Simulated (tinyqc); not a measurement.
Recursion (Haydock) method for the local density of states: impurity site of a cubic lattice: one step. The continued fraction at one energy.

One orbital a site at energy 0, hopping -t to the 6 nearest neighbours of a cubic lattice; the start u0 is a site in the bulk, with energy V. Recursion: a_n = <u_n|H|u_n>, b_(n+1) u_(n+1) = (H - a_n) u_n - b_n u_(n-1), b > 0. G(z) = 1/(z - a0 - b1^2/(z - a1 - b2^2/(...))), z = E + i eta. After n levels the tail is b_n^2 T with the square-root terminator T = (z - sqrt(z - 2b) sqrt(z + 2b))/(2 b^2), b = 3t so that the band edges lie at -/+ 6t.

Parameters, chosen for this exercise: t = 1.17 eV (hopping); E = -3.51 eV (energy); eta = 0.058 eV (broadening).

Coefficients:
```
n,a_n (eV),b_(n+1) (eV),b_(n+1)^2/t^2
0,-0.100000,2.8659030,6.000000
1,0.000000,3.5100000,9.000000
2,0.000000,3.5956223,9.444444
3,0.000000,3.4222361,8.555556
4,0.000000,3.5674489,9.297021
```

Task: Start from the terminator and work up: G_i = 1/(z - a_i - S_i), S_i = b_(i+1)^2 G_(i+1), with T in place of G_n. The density is -Im G_0/pi.

Give: Levels of the fraction; local density of states.

Result:

Levels of the fraction:
```
i,S_i (eV),G_i (1/eV)
4,-1.7956-3.1103i,-0.1321-0.2441i
3,-1.5472-2.8593i,-0.1588-0.2360i
2,-2.0525-3.0507i,-0.1236-0.2637i
1,-1.5233-3.2490i,-0.1335-0.2222i
0,-1.0964-1.8250i,-0.2600-0.2116i
```

local density of states = 0.0674 1/eV

A direct sum over the zone gives 0.0666 1/eV at the same z; 5 levels miss it by +1.2 %.

Run: tinyqc, `OMP_NUM_THREADS=1 python tinyqc.py 1452663 1452664 out.jsonl`; Intel(R) Xeon(R) Processor @ 2.30GHz, one thread, shared host; about 0.08 s of CPU time with all checks.
